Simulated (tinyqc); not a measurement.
Electrons shared among three sets of ellipsoidal valleys: sweeps and comparisons. A value that a table varies takes the place of the one given here.

F_j(eta) = (1/Gamma(j + 1)) integral_0^infinity x^j dx/(1 + exp(x - eta)), which tends to exp(eta) for eta << 0.

Sets X, L, Gamma: N_i = M_i times N = 2 (m kB T/(4 pi c))^(3/2) with c = hbar^2/2m0, in 1/angstrom^3; times 1e24 for 1/cm^3, m = (ml mt^2)^(1/3); n = sum_i N_i F_1/2((EF - dE_i)/kT), energies from the edge of the first set; mu_drift = sum of share times mobility.

Constants: hbar^2/2m0 = 3.80998211 eV angstrom^2; kB = 8.617333262e-05 eV/K.

Parameters, chosen for this exercise (masses and offsets near those of AlAs; mobilities are free inputs, held fixed; the results hold for these values, not for the real material): dE = (0, 0.257, 0.78) eV (edges of X, L, Gamma above the first); M = (3, 4, 1) (valleys in each set); ml = (0.928, 1.36, 0.156) m0 (longitudinal masses of X, L, Gamma); mt = (0.2269, 0.152, 0.156) m0 (transverse masses); mu = (330, 360, 1500) cm^2/(V s) (mobility of each set); n = 4.6e+16 1/cm^3 (total electron density); T = 300 K.

## Transfer between valleys with temperature

Offsets, masses and mobilities are held fixed; n is fixed too, so the high values of T stand for hot electrons, not for the lattice.

Populations:

| T (K) | EF (eV) | share X | share L | share Gamma | mu_drift |
|---|---|---|---|---|---|
| 77 | -0.0254 | 1.0000 | 0.0000 | 0.0000 | 330 |
| 150 | -0.0625 | 1.0000 | 0.0000 | 0.0000 | 330 |
| 300 | -0.1520 | 0.9999 | 0.0001 | 0.0000 | 330 |
| 450 | -0.2516 | 0.9986 | 0.0014 | 0.0000 | 330 |
| 600 | -0.3581 | 0.9926 | 0.0074 | 0.0000 | 330 |
| 900 | -0.5868 | 0.9621 | 0.0379 | 0.0000 | 331 |
| 1200 | -0.8320 | 0.9173 | 0.0826 | 0.0000 | 333 |
| 2000 | -1.5415 | 0.8036 | 0.1956 | 0.0008 | 337 |

The share of X goes from 1.000 to 0.804 and the mean mobility from 330 to 337 cm^2/(V s). X holds more than L throughout. The share of Gamma is at most 0.00082.

## Transfer between valleys with doping

Parabolic valleys; band tails and gap narrowing are left out.

Populations:

| n (1/cm^3) | EF (eV) | share X | share L | share Gamma | mu_drift |
|---|---|---|---|---|---|
| 1.0e+16 | -0.1915 | 0.9999 | 0.0001 | 0.0000 | 330 |
| 1.0e+17 | -0.1319 | 0.9999 | 0.0001 | 0.0000 | 330 |
| 1.0e+18 | -0.0718 | 0.9999 | 0.0001 | 0.0000 | 330 |
| 3.0e+18 | -0.0423 | 0.9999 | 0.0001 | 0.0000 | 330 |
| 1.0e+19 | -0.0074 | 0.9999 | 0.0001 | 0.0000 | 330 |
| 3.0e+19 | 0.0318 | 0.9999 | 0.0001 | 0.0000 | 330 |
| 1.0e+20 | 0.0982 | 0.9996 | 0.0004 | 0.0000 | 330 |

The share of X stays near 1.000, so the mean mobility hardly moves. X holds more than L throughout. The share of Gamma is at most 5.4e-14.

## Moving the second set by strain or alloying

The second entry of dE is replaced by the values listed; a negative value puts that set lowest.

Populations:

| offset (eV) | EF (eV) | share X | share L | share Gamma | mu_drift |
|---|---|---|---|---|---|
| -0.100 | -0.2545 | 0.0190 | 0.9810 | 0.0000 | 359 |
| -0.050 | -0.2072 | 0.1180 | 0.8820 | 0.0000 | 356 |
| 0.000 | -0.1709 | 0.4805 | 0.5195 | 0.0000 | 346 |
| 0.025 | -0.1609 | 0.7086 | 0.2914 | 0.0000 | 339 |
| 0.050 | -0.1557 | 0.8647 | 0.1353 | 0.0000 | 334 |
| 0.100 | -0.1526 | 0.9779 | 0.0221 | 0.0000 | 331 |
| 0.150 | -0.1521 | 0.9967 | 0.0033 | 0.0000 | 330 |
| 0.200 | -0.1520 | 0.9995 | 0.0005 | 0.0000 | 330 |
| 0.300 | -0.1520 | 1.0000 | 0.0000 | 0.0000 | 330 |

The share of X goes from 0.019 to 1.000 and the mean mobility from 359 to 330 cm^2/(V s). X and L hold equal numbers between offset = 0 and 0.025 eV. The share of Gamma is at most 7.4e-15. With Boltzmann statistics the first two sets are equal at kT ln(N_2/N_1) = 0.0020 eV.

## What moves the populations

All else solved anew. Each row changes one parameter from the base and keeps the others.

Results:

| case | EF (eV) | share X | share L | share Gamma | mu_drift (cm^2/(V s)) |
|---|---|---|---|---|---|
| base | -0.1520 | 0.9999 | 0.0001 | 0.0000 | 330 |
| T = 350 K | -0.1843 | 0.9998 | 0.0002 | 0.0000 | 330 |
| n = 1.38e+17 1/cm^3 | -0.1235 | 0.9999 | 0.0001 | 0.0000 | 330 |
| dE = (0, 0.2056, 0.78) eV | -0.1520 | 0.9996 | 0.0004 | 0.0000 | 330 |
| mt = (0.2269, 0.1824, 0.156) m0 | -0.1520 | 0.9999 | 0.0001 | 0.0000 | 330 |
| ml = (0.928, 1.632, 0.156) m0 | -0.1520 | 0.9999 | 0.0001 | 0.0000 | 330 |
| mu = (396, 360, 1500) cm^2/(V s) | -0.1520 | 0.9999 | 0.0001 | 0.0000 | 396 |

The largest shifts from the base row, up to three for each result and ties (the steps differ in size, so this ranks the rows, not the parameters). EF (eV): T -0.0323, n +0.0285; unchanged at the printed digits by dE, mt, ml and mu. share X: dE -0.0003, T -0.0002; unchanged at the printed digits by n, mt, ml and mu. share L: dE +0.0003, T +0.0002; unchanged at the printed digits by n, mt, ml and mu. share Gamma: unchanged at the printed digits by T, n, dE, mt, ml and mu. mu_drift (cm^2/(V s)): mu +66; unchanged at the printed digits by T, n, dE, mt and ml.

(tinyqc, `OMP_NUM_THREADS=1 python tinyqc.py 1651309 1651310 out.jsonl`, Intel(R) Xeon(R) Processor @ 2.30GHz, 1 thread, shared host, about 0.01 s.)
